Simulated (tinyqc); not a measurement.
Worked calculation: ROHF in the sto-3g basis, for H4+, spin multiplicity 2. Computed by tinyqc, a small Python program that keeps every step (integrals from PySCF). Settings: charge = 1, multiplicity = 2, basis = sto-3g, energy threshold = 1e-10, iteration cap = 61, orthogonalisation = symmetric, start = core, DIIS depth = 0, method = ROHF. Command: `OMP_NUM_THREADS=1 python tinyqc.py 26240 26241 out.jsonl` (the two numbers bound the seeds that draw the settings). One thread of a shared host (Intel(R) Xeon(R) Processor @ 2.60GHz), about 0.04 s of CPU time with the checks. Later iterations appear only in the table of the cycle.

## One-electron integrals

Geometry (angstrom):
```
atom         x         y         z
H     0.000000  0.000000  0.000000
H     0.000000  0.000000  0.905000
H     0.000000  0.000000  3.117000
H     0.000000  0.000000  4.022000
```

Basis sto-3g: exponents (1/bohr^2) and contraction coefficients of normalised primitives:
```
element  l (shell)  exponent  coefficient
H            s (1)  3.425251     0.154329
H            s (1)  0.623914     0.535328
H            s (1)  0.168855     0.444635
```

Overlap, kinetic and nuclear-attraction integrals over the contracted functions; the nuclear repulsion is the sum of Za Zb / Rab.

nuclear repulsion = 1.87979591 hartree

overlap S, lower triangle:
```
          1H 1s     2H 1s     3H 1s     4H 1s
1H 1s  1.000000
2H 1s  0.554074  1.000000
3H 1s  0.014220  0.083327  1.000000
4H 1s  0.001673  0.014220  0.554074  1.000000
```

kinetic energy T (hartree), lower triangle:
```
           1H 1s      2H 1s     3H 1s     4H 1s
1H 1s   0.760032
2H 1s   0.150410   0.760032
3H 1s  -0.005670  -0.011442  0.760032
4H 1s  -0.001136  -0.005670  0.150410  0.760032
```

nuclear attraction V (hartree), lower triangle:
```
           1H 1s      2H 1s      3H 1s      4H 1s
1H 1s  -2.086593
2H 1s  -1.120294  -2.194224
3H 1s  -0.022031  -0.131354  -2.194224
4H 1s  -0.002445  -0.022031  -1.120294  -2.086593
```

core Hamiltonian H = T + V (hartree), lower triangle:
```
           1H 1s      2H 1s      3H 1s      4H 1s
1H 1s  -1.326561
2H 1s  -0.969885  -1.434192
3H 1s  -0.027701  -0.142795  -1.434192
4H 1s  -0.003581  -0.027701  -0.969885  -1.326561
```

## Two-electron integrals

Functions are numbered as in S; the eight-fold symmetry (ij|kl) = (ji|kl) = (kl|ij) leaves the list below.

Two-electron integrals (ij|kl) in chemists' order, unique and non-zero (hartree):
```
(11|11) 0.774606   (21|11) 0.355374   (21|21) 0.201379   (22|11) 0.510050
(22|21) 0.355374   (22|22) 0.774606   (31|11) 0.004930   (31|21) 0.003300
(31|22) 0.007108   (31|31) 0.000093   (32|11) 0.022814   (32|21) 0.016036
(32|22) 0.036942   (32|31) 0.000548   (32|32) 0.003468   (33|11) 0.169766
(33|21) 0.110629   (33|22) 0.238870   (33|31) 0.004930   (33|32) 0.036942
(33|33) 0.774606   (41|11) 0.000451   (41|21) 0.000309   (41|22) 0.000693
(41|31) 0.000010   (41|32) 0.000066   (41|33) 0.000693   (41|41) 1.26e-06
(42|11) 0.003171   (42|21) 0.002174   (42|22) 0.004930   (42|31) 0.000082
(42|32) 0.000548   (42|33) 0.007108   (42|41) 0.000010   (42|42) 0.000093
(43|11) 0.082401   (43|21) 0.052555   (43|22) 0.110629   (43|31) 0.002174
(43|32) 0.016036   (43|33) 0.355374   (43|41) 0.000309   (43|42) 0.003300
(43|43) 0.201379   (44|11) 0.131571   (44|21) 0.082401   (44|22) 0.169766
(44|31) 0.003171   (44|32) 0.022814   (44|33) 0.510050   (44|41) 0.000451
(44|42) 0.004930   (44|43) 0.355374   (44|44) 0.774606
```

## Orthogonalisation

S = U s U^T; symmetric (Loewdin) form X = U s^(-1/2) U^T, so that X^T S X = 1.

eigenvalues of S: 0.416104  0.472741  1.498895  1.612259

X, lower triangle:
```
           1H 1s      2H 1s      3H 1s     4H 1s
1H 1s   1.150371
2H 1s  -0.349124   1.154134
3H 1s   0.016553  -0.057040   1.154134
4H 1s  -0.005492   0.016553  -0.349124  1.150371
```

## Starting guess

The start is the orbitals of the core Hamiltonian; D(s) = C_occ C_occ^T for each spin.

D(alpha) at the start, lower triangle:
```
           1H 1s      2H 1s     3H 1s     4H 1s
1H 1s   0.204914
2H 1s   0.305620   0.457209
3H 1s  -0.018671  -0.002686  0.457209
4H 1s  -0.023757  -0.018671  0.305620  0.204914
```

D(beta) at the start, lower triangle:
```
          1H 1s     2H 1s     3H 1s     4H 1s
1H 1s  0.090578
2H 1s  0.143475  0.227261
3H 1s  0.143475  0.227261  0.227261
4H 1s  0.090578  0.143475  0.143475  0.090578
```

## Iteration 1: building the Fock matrix

J_ij = sum D_kl (ij|kl) with D = D(alpha) + D(beta), K_ij = sum D_kl (ik|jl) for each spin; F = H + J - K(s); E = tr D H + tr D J / 2 - 0.5 sum_s tr D(s) K(s) + E_nn.

Coulomb J (hartree), lower triangle:
```
          1H 1s     2H 1s     3H 1s     4H 1s
1H 1s  1.138616
2H 1s  0.685016  1.332823
3H 1s  0.015842  0.094702  1.332823
4H 1s  0.001806  0.015842  0.685016  1.138616
```

exchange K(alpha) (hartree), lower triangle:
```
           1H 1s     2H 1s     3H 1s     4H 1s
1H 1s   0.467833
2H 1s   0.452340  0.613495
3H 1s   0.013107  0.043227  0.613495
4H 1s  -0.002044  0.013107  0.452340  0.467833
```

exchange K(beta) (hartree), lower triangle:
```
          1H 1s     2H 1s     3H 1s     4H 1s
1H 1s  0.221012
2H 1s  0.224904  0.320408
3H 1s  0.074049  0.115774  0.320408
4H 1s  0.049597  0.074049  0.224904  0.221012
```

F(alpha) (hartree), lower triangle:
```
           1H 1s      2H 1s      3H 1s      4H 1s
1H 1s  -0.655777
2H 1s  -0.737209  -0.714865
3H 1s  -0.024966  -0.091321  -0.714865
4H 1s   0.000269  -0.024966  -0.737209  -0.655777
```

F(beta) (hartree), lower triangle:
```
           1H 1s      2H 1s      3H 1s      4H 1s
1H 1s  -0.408957
2H 1s  -0.509773  -0.421777
3H 1s  -0.085908  -0.163868  -0.421777
4H 1s  -0.051372  -0.085908  -0.509773  -0.408957
```

total energy of this density = -1.66059644 hartree

## Iteration 1: Roothaan effective Fock matrix

With projectors Pc = D(beta) S, Po = (D(alpha) - D(beta)) S, Pv = 1 - D(alpha) S, the block xy is Px^T F Py; with Fc = (F(alpha) + F(beta))/2, the blocks are Fc for cc, oo, vv and cv, F(beta) for co and F(alpha) for ov.

effective F (hartree), lower triangle:
```
           1H 1s      2H 1s      3H 1s      4H 1s
1H 1s  -0.524403
2H 1s  -0.622145  -0.574178
3H 1s  -0.056782  -0.121737  -0.574178
4H 1s  -0.033515  -0.056782  -0.622145  -0.524403
```

## Iteration 1: diagonalisation and new density

Diagonalise F' = X^T F X, C = X C', fill 2 alpha and 1 beta electrons from the bottom; D(s) = C_occ C_occ^T. Each column has its largest component positive (the first on a tie).

F' = X^T F X (hartree), lower triangle:
```
           1          2          3          4
1  -0.264831
2  -0.460360  -0.316221
3  -0.001149  -0.087671  -0.316221
4  -0.026421  -0.001149  -0.460360  -0.264831
```

orbital energies (hartree): MO1 -0.812506, MO2 -0.692717, MO3 0.117361, MO4 0.225757

coefficients C:
```
            MO1        MO2        MO3        MO4
1H 1s  0.360580   0.399171   0.762009  -0.758639
2H 1s  0.424933   0.418510  -0.690320   0.790683
3H 1s  0.424933  -0.418510  -0.690320  -0.790683
4H 1s  0.360580  -0.399171   0.762009   0.758639
```

D(alpha) after iteration 1, lower triangle:
```
           1H 1s      2H 1s     3H 1s     4H 1s
1H 1s   0.289355
2H 1s   0.320279   0.355719
3H 1s  -0.013835   0.005417  0.355719
4H 1s  -0.029320  -0.013835  0.320279  0.289355
```

D(beta) after iteration 1, lower triangle:
```
          1H 1s     2H 1s     3H 1s     4H 1s
1H 1s  0.130018
2H 1s  0.153222  0.180568
3H 1s  0.153222  0.180568  0.180568
4H 1s  0.130018  0.153222  0.153222  0.130018
```

## Iteration 2: building the Fock matrix

As before.

Coulomb J (hartree), lower triangle:
```
          1H 1s     2H 1s     3H 1s     4H 1s
1H 1s  1.170012
2H 1s  0.681532  1.287153
3H 1s  0.015292  0.090740  1.287153
4H 1s  0.001738  0.015292  0.681532  1.170012
```

exchange K(alpha) (hartree), lower triangle:
```
           1H 1s     2H 1s     3H 1s     4H 1s
1H 1s   0.523313
2H 1s   0.456966  0.562754
3H 1s   0.013365  0.039711  0.562754
4H 1s  -0.001816  0.013365  0.456966  0.523313
```

exchange K(beta) (hartree), lower triangle:
```
          1H 1s     2H 1s     3H 1s     4H 1s
1H 1s  0.248912
2H 1s  0.228576  0.296092
3H 1s  0.073786  0.105963  0.296092
4H 1s  0.053835  0.073786  0.228576  0.248912
```

F(alpha) (hartree), lower triangle:
```
           1H 1s      2H 1s      3H 1s      4H 1s
1H 1s  -0.679862
2H 1s  -0.745319  -0.709793
3H 1s  -0.025773  -0.091766  -0.709793
4H 1s  -0.000027  -0.025773  -0.745319  -0.679862
```

F(beta) (hartree), lower triangle:
```
           1H 1s      2H 1s      3H 1s      4H 1s
1H 1s  -0.405461
2H 1s  -0.516928  -0.443131
3H 1s  -0.086195  -0.158019  -0.443131
4H 1s  -0.055678  -0.086195  -0.516928  -0.405461
```

total energy of this density = -1.67853069 hartree

## Iteration 2: Roothaan effective Fock matrix

As before.

effective F (hartree), lower triangle:
```
           1H 1s      2H 1s      3H 1s      4H 1s
1H 1s  -0.538669
2H 1s  -0.631112  -0.580116
3H 1s  -0.055995  -0.121238  -0.580116
4H 1s  -0.031846  -0.055995  -0.631112  -0.538669
```

## Iteration 2: diagonalisation and new density

As before.

F' = X^T F X (hartree), lower triangle:
```
           1          2          3          4
1  -0.277225
2  -0.465246  -0.318672
3  -0.000662  -0.087190  -0.318672
4  -0.024910  -0.000662  -0.465246  -0.277225
```

orbital energies (hartree): MO1 -0.822785, MO2 -0.706599, MO3 0.114788, MO4 0.222802

coefficients C:
```
            MO1        MO2        MO3        MO4
1H 1s  0.364603   0.403595   0.760092  -0.756294
2H 1s  0.421278   0.413885  -0.692557   0.793114
3H 1s  0.421278  -0.413885  -0.692557  -0.793114
4H 1s  0.364603  -0.403595   0.760092   0.756294
```

D(alpha) after iteration 2, lower triangle:
```
           1H 1s      2H 1s     3H 1s     4H 1s
1H 1s   0.295825
2H 1s   0.320641   0.348776
3H 1s  -0.013443   0.006174  0.348776
4H 1s  -0.029954  -0.013443  0.320641  0.295825
```

D(beta) after iteration 2, lower triangle:
```
          1H 1s     2H 1s     3H 1s     4H 1s
1H 1s  0.132935
2H 1s  0.153599  0.177475
3H 1s  0.153599  0.177475  0.177475
4H 1s  0.132935  0.153599  0.153599  0.132935
```

## Iteration 6 (converged): orbitals

converged F (hartree), lower triangle:
```
           1H 1s      2H 1s      3H 1s      4H 1s
1H 1s  -0.539671
2H 1s  -0.631587  -0.580424
3H 1s  -0.055961  -0.121278  -0.580424
4H 1s  -0.031685  -0.055961  -0.631587  -0.539671
```

As before.

F' = X^T F X (hartree), lower triangle:
```
           1          2          3          4
1  -0.278208
2  -0.465408  -0.318817
3  -0.000654  -0.087237  -0.318817
4  -0.024734  -0.000654  -0.465408  -0.278208
```

orbital energies (hartree): MO1 -0.823403, MO2 -0.707410, MO3 0.114406, MO4 0.222355

coefficients C:
```
            MO1        MO2        MO3        MO4
1H 1s  0.364865   0.404024   0.759967  -0.756066
2H 1s  0.421039   0.413436  -0.692702   0.793348
3H 1s  0.421039  -0.413436  -0.692702  -0.793348
4H 1s  0.364865  -0.404024   0.759967   0.756066
```

D(alpha) after iteration 6, lower triangle:
```
           1H 1s      2H 1s     3H 1s     4H 1s
1H 1s   0.296361
2H 1s   0.320660   0.348203
3H 1s  -0.013416   0.006345  0.348203
4H 1s  -0.030109  -0.013416  0.320660  0.296361
```

D(beta) after iteration 6, lower triangle:
```
          1H 1s     2H 1s     3H 1s     4H 1s
1H 1s  0.133126
2H 1s  0.153622  0.177274
3H 1s  0.153622  0.177274  0.177274
4H 1s  0.133126  0.153622  0.153622  0.133126
```

## Convergence

Stop when the energy changes by less than 1e-10 hartree and every element of the error matrix X^T (F D S - S D F) X is below 3e-06.

Course of the cycle:
```
iteration  E (hartree)     change  largest element of the error matrix
1          -1.66059644          -                             1.07e-01
2          -1.67853069  -1.79e-02                             7.67e-03
3          -1.67862081  -9.01e-05                             5.44e-04
4          -1.67862129  -4.75e-07                             3.90e-05
5          -1.67862129  -3.54e-09                             4.45e-06
6          -1.67862129  -7.01e-11                             1.08e-06
```

PySCF ROHF in the same basis = -1.67862129 hartree

Converged in 6 iterations.

## Populations, bond orders and dipole

Mulliken: Z minus the diagonal of D S on the atom; Loewdin: the same with S^(1/2) D S^(1/2); Mayer order: 2 sum_s sum (D(s) S)_ij (D(s) S)_ji over the two atoms.

Charges (e):
```
atom  Mulliken   Loewdin  Mulliken spin
1H    0.305559  0.299088       0.253138
2H    0.194441  0.200912       0.246862
3H    0.194441  0.200912       0.246862
4H    0.305559  0.299088       0.253138
```

Mayer bond orders:
```
pair     order
2-1   0.619800
3-1   0.123270
3-2   0.158182
4-1   0.099485
4-2   0.123270
4-3   0.619800
```

dipole moment about the origin, x y z (debye): 0.000000  0.000000  9.659245
